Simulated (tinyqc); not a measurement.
Both approximations at x = 1/2: order-disorder in a binary alloy on two sublattices: Bragg-Williams and pair (quasi-chemical) approximations. Computed by tinyqc, a small Python program. Command: `OMP_NUM_THREADS=1 python tinyqc.py 3005987 3005988 out.jsonl order walk`. One thread of a shared host (Intel(R) Xeon(R) Processor @ 2.30GHz), about 0.01 s of CPU time with the checks.

All z = 4 neighbours of a site lie on the other sublattice. B fills the sublattices with x + eta/2 and x - eta/2; energies are per site, from the pure components: u = -z w y with y the probability of an A-B bond taken in one order.

Inputs (values chosen for the exercise, for a model alloy): ordering energy w = (e_AA + e_BB)/2 - e_AB = 8.73 meV; fraction x of B = 0.5.

Lattice: square (z = 4).

Constants: k_B = 8.617333262e-05 eV/K.

Method. Bragg-Williams: k_B T_c = 2 z w x (1 - x). Pair approximation at x = 1/2: k_B T_c = w/ln(z/(z - 2)). At x = 1/2 the alloy is an Ising model with K = w/(2 k_B T). Bragg-Williams: eta = tanh(z K eta), neighbour correlation -eta^2. Pair: h = (z - 1) artanh(tanh K tanh h), eta = tanh(z h/(z - 1)), correlation -(tanh K + tanh^2 h)/(1 + tanh K tanh^2 h). T is given in units of the Bragg-Williams T_c at x = 1/2, z w/(2 k_B).

T_c, pair approximation at x = 1/2 = 146.156 K

Order and neighbour correlation:
```
T/T_c,T (K),"eta, Bragg-Williams","correlation, Bragg-Williams","eta, pair","correlation, pair"
0.30,60.78,0.99741,-0.99483,0.99704,-0.99432
0.45,91.18,0.97398,-0.94863,0.96095,-0.93274
0.55,111.44,0.93553,-0.87521,0.87689,-0.81371
0.65,131.70,0.87207,-0.76050,0.65847,-0.58845
0.75,151.96,0.77552,-0.60143,0.00000,-0.32151
0.85,172.22,0.62950,-0.39627,0.00000,-0.28592
0.95,192.48,0.37949,-0.14401,0.00000,-0.25725
1.10,222.88,0.00000,0.00000,0.00000,-0.22344
1.50,303.92,0.00000,0.00000,0.00000,-0.16514
```

What follows from these numbers?

The pair approximation loses long-range order between T/T_c = 0.65 and 0.75, at 146 K, and keeps a correlation of -0.165 in the last row. At its own T_c the correlation is -1/(z - 1) = -0.333, so the fewer the neighbours, the more of the ordering energy is released above T_c.
